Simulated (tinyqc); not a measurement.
From lone donors to an impurity band: impurity band of shallow donors (Hubbard estimate).

Constants: e^2/(4 pi eps0) = 14.39964547 eV angstrom.

Values chosen for the exercise (out of a larger set: near those of two donors in GaN; not measured data): a = 26.3 angstrom (orbital radius); eps = 9.7 (dielectric constant); Ns = (0.013, 0.032, 0.076, 0.19, 0.44, 0.95, 1.9) x 1e18/cm^3 (donor densities).

Donors on a simple cubic lattice of spacing R = N^(-1/3) (1/angstrom^3 = 1e24/cm^3), Ha* = q/(eps a), q = e^2/(4 pi eps0), x = R/a. Hopping t = Ha* (1 + x) exp(-x), band width B = 12 t, on-site repulsion U = (5/8) Ha*; the gap closes near B/U = 1.15. Valley factors and disorder are left out.

Results:

| N (1e18/cm^3) | R (angstrom) | N^(1/3) a | t (meV) | B (meV) | B/U |
|---|---|---|---|---|---|
| 0.013 | 425.3 | 0.062 | 9.19e-05 | 0.00110 | 3.13e-05 |
| 0.032 | 315.0 | 0.083 | 0.00461 | 0.0553 | 0.00157 |
| 0.076 | 236.1 | 0.111 | 0.0711 | 0.854 | 0.0242 |
| 0.19 | 173.9 | 0.151 | 0.577 | 6.92 | 0.196 |
| 0.44 | 131.5 | 0.200 | 2.28 | 27.4 | 0.777 |
| 1.9 | 80.7 | 0.326 | 10.7 | 128 | 3.63 |

Give the missing row, N (1e18/cm^3) = 0.95.

Computed row:
```
N (1e18/cm^3)  R (angstrom)  N^(1/3) a  t (meV)  B (meV)   B/U
0.95                  101.7      0.259     5.74     68.9  1.95
```

B/U passes 1.15 between 0.44 and 0.95 x 1e18/cm^3; the root is x = 4.52, N^(1/3) a = 0.221, N = 0.59 x 1e18/cm^3, below the 0.97 that the empirical rule N^(1/3) a = 0.26 gives; the estimate is rough, since random positions, the overlap of the orbitals and screening are left out. While N grows by 146 times, t grows by 1.16e+05 times.

(tinyqc, `OMP_NUM_THREADS=1 python tinyqc.py 1281082 1281083 out.jsonl`, Intel(R) Xeon(R) Processor @ 2.30GHz, 1 thread, shared host, about 0.01 s.)
